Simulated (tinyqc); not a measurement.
From results to parameters: Hubbard dimer. Computed by the program tinyqc.

Problem. A two-site Hubbard model with two electrons has its ground state at (U - sqrt(U^2 + 16 t^2))/2, the triplet at 0 and the odd ionic singlet at U. Find t, U and the double occupancy per site.

singlet-triplet splitting = 0.211550 eV
gap from the ground state to the ionic odd singlet = 9.531550 eV

Solution. The difference of the two gaps is U and their product is 4 t^2; the double occupancy per site is (1 - U/sqrt(U^2 + 16 t^2))/4.

t, U (eV): 0.7100  9.3200
double occupancy per site = 0.011
